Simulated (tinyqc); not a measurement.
## Diameter from the threshold shift

Problem. Undoped body with a flat potential across it, hard walls, transport along x. Three valley pairs (g = 2 each) with the longitudinal mass along x, y or z. Non-parabolicity enters the subband edges through E (1 + al E) = gamma, so E = 2 gamma/(1 + sqrt(1 + 4 al gamma)); motion within a subband is taken as parabolic with the band-edge mass. Energies are counted from the bulk band edge. gamma = C (2 z/(t + dl))^2 (1/my + 1/mz)/2, z the zeros of the Bessel functions J_l (2.404826, 3.831706, 5.135622, 5.520078, ...), twofold for l > 0; the mean inverse mass is an approximation for anisotropic valleys, C = hbar^2/(2 m0). Each subband has N_k = g sqrt(2 mx m0 kB T/(pi hbar^2)); without degeneracy n = exp(EF/Vt) sum N_k exp(-E_k/Vt). Classical value Nc times pi t^2/4, Nc = sum over valleys of 2 g (m m0 kB T/(2 pi hbar^2))^1.5 with m = (mx my mz)^(1/3). Threshold shift dVT = Vt ln(classical value/sum N_k exp(-E_k/Vt)). Find t and the lowest subband edge.

Parameters, values chosen for the exercise; masses close to those of silicon:
- T = 300 K (temperature)
- ml = 0.911 m0 (longitudinal mass)
- mt = 0.192 m0 (transverse mass)
- al = 0.5 1/eV (non-parabolicity)
- dl = 0.3 nm (widening of the box by penetration into the insulator)

Constants: q = 1.602176634e-19 C, kB = 1.380649e-23 J/K, hbar = 1.054571817e-34 J s, m0 = 9.1093837015e-31 kg, Vt = kB T/q, hbar^2/(2 m0) = 0.0380998212 eV nm^2. Results are converted to the units shown.

dVT = 78.192493 mV

Answer. dVT is evaluated for trial values of t with all subbands; between 1.5 and 25 nm one value matches.

t = 5.10 nm
E_1 = 91.1 meV

tinyqc, about 0.2 s, one thread, Intel Xeon 2.30GHz (shared host): `OMP_NUM_THREADS=1 python tinyqc.py 2350044 2350045 out.jsonl`
